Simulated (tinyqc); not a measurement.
Inside a calculation. Model: small-signal admittance of a forward-biased p+-n diode.

Program tinyqc, `OMP_NUM_THREADS=1 python tinyqc.py 2890222 2890223 out.jsonl`; Intel Xeon 2.30GHz, shared host, one thread, about 0.01 s. Printed values are rounded.

Holes injected into a neutral base of width wb with an ohmic contact at its end; low injection, p0 far above the equilibrium density. A small voltage v exp(i w t), w = 2 pi f, modulates the edge density by p0 v/Vt, and the small-signal density obeys Dp d2p/dx2 = (1/tau + i w) p.

Parameters, values chosen for the exercise; permittivity close to that of silicon: temperature T = 300 K; relative permittivity eps_r = 11.7; donor density of the base Nd = 1.8e17 cm^-3; hole diffusion coefficient Dp = 5.3 cm^2/s; hole lifetime tau = 4e-9 s; width of the neutral base wb = 5.1 um; excess hole density at the junction edge p0 = 2.9e15 cm^-3; acceptor density of the p+ side Na = 3e19 cm^-3; signal frequency f = 1.4e6 Hz.

Constants: q = 1.602176634e-19 C, kB = 1.380649e-23 J/K, Vt = kB T/q, eps0 = 8.8541878128e-14 F/cm where lengths are in cm. Results are converted to the units shown.

## Closed-form admittance

L = sqrt(Dp tau); direct current J = (q Dp p0/L) coth(wb/L); k = sqrt(1 + i w tau)/L; diffusion admittance Y = (q Dp p0/Vt) k coth(k wb) = G + i w C_diff; junction capacitance C_j = sqrt(q eps0 eps_r Nd/(2 Vr)) in the depletion approximation, with the remaining barrier Vr = Vt ln(Na/p0), a rough value under forward bias; base-width modulation is left out.

L = 1.456022 um
J = 16.94354 A/cm^2
k wb = 3.503236+0.061613i
Y = 655.4990+11.3825i S/cm^2
C_diff = 1.293991 uF/cm^2
C_j = 0.2500121 uF/cm^2

G is 1.00 times its low-frequency value J/Vt, and C_diff is 5.18 times C_j.

## The same by finite differences

9 equal intervals, h = wb/9; u = small-signal density over its edge value, u_0 = 1, u_9 = 0; u_(i-1) + b u_i + u_(i+1) = 0 with b = -2 - h^2 (1/tau + i w)/Dp; Y = (q Dp p0/(Vt h)) (-b/2 - u_1), which includes the half box at the edge.

b = -2.151468-0.005330i
u, node 1 to 8: 0.6784410-0.0044870i  0.4596677-0.0060378i  0.3105514-0.0060534i  0.2085057-0.0053307i  0.1380702-0.0043043i  0.0885709-0.0031940i  0.0525042-0.0020954i  0.0244013-0.0010344i
Y on the mesh = 667.8410+12.0219i S/cm^2

Against the closed form the real part is 1.9 % above it and the imaginary part 5.6 % above it; |k h| = 0.39.
